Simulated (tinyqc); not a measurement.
## Capacitances against the distance to each plane

Endless row of lines of width wl, height tl and space sl between grounded planes at distance hd; e2 fills the gaps beside the lines, e1 the rest. Laplace's equation is solved on meshes of 3, 6 and 12 steps per unit u and extrapolated (Aitken), which is good to about 0.2 %. C_even (all lines at 1 V) is the capacitance Cg to the planes; C_odd (neighbours in antiphase) = Cg + 4 Cc if only nearest neighbours couple, which defines Cc; total with quiet neighbours Cg + 2 Cc. Plate values 2 eps0 e1 wl/hd and eps0 e2 tl/sl.

Inputs (values chosen for the exercise):

| symbol | value | unit | meaning |
|---|---|---|---|
| e1 | 2.7 |  | relative permittivity above and below the lines |
| e2 | 1 |  | relative permittivity between the lines |
| wl | 6 | u | line width, in units u |
| tl | 12 | u | line height |
| sl | 6 | u | space between lines |

Constants: eps0 = 8.8541878128e-12 F/m. Results are converted to the units shown.

The same in every row: plate Cc (aF/um) = 17.7.

Results:

| hd (u) | Cg (aF/um) | Cc (aF/um) | Cg + 2 Cc (aF/um) | C_odd (aF/um) | plate Cg (aF/um) | share of coupling, 2 Cc/(Cg + 2 Cc) (%) |
|---|---|---|---|---|---|---|
| 2 | 210 | 13.6 | 238 | 265 | 143 | 11.4 |
| 4 | 119 | 18.8 | 157 | 195 | 71.7 | 24.0 |
| 5 | 98.6 | 21.2 | 141 | 183 | 57.4 | 30.1 |
| 6 | 84.1 | 23.3 | 131 | 177 | 47.8 | 35.7 |
| 8 | 65.0 | 26.7 | 119 | 172 | 35.9 | 45.1 |
| 10 | 53.0 | 29.3 | 112 | 170 | 28.7 | 52.5 |

Estimate the missing row, hd = 3 u.

Computed row:

| hd (u) | Cg (aF/um) | Cc (aF/um) | Cg + 2 Cc (aF/um) | C_odd (aF/um) | plate Cg (aF/um) | share of coupling, 2 Cc/(Cg + 2 Cc) (%) |
|---|---|---|---|---|---|---|
| 3 | 151 | 16.2 | 184 | 216 | 95.6 | 17.6 |

With this row back in the table: As hd goes from 2 to 10, Cg falls from 210 to 53.0 aF/um, Cc rises from 13.6 to 29.3 aF/um and the share of coupling rises from 11.4 to 52.5 %. Cg is 1.47 times its plate value in the first row and 1.85 times in the last; for Cc the ratios are 0.766 and 1.65. Neighbours in antiphase raise the load by a factor of 1.11 and 1.52 over quiet ones. For hd = 10 the planes are farther than 0.8 of the pitch, so second neighbours couple too and Cg + 2 Cc understates the quiet load by a per cent or more.

Computed by the program tinyqc: `OMP_NUM_THREADS=1 python tinyqc.py 2790204 2790205 out.jsonl`, one thread of a shared Intel Xeon 2.30GHz, about 0.9 s for the whole run.
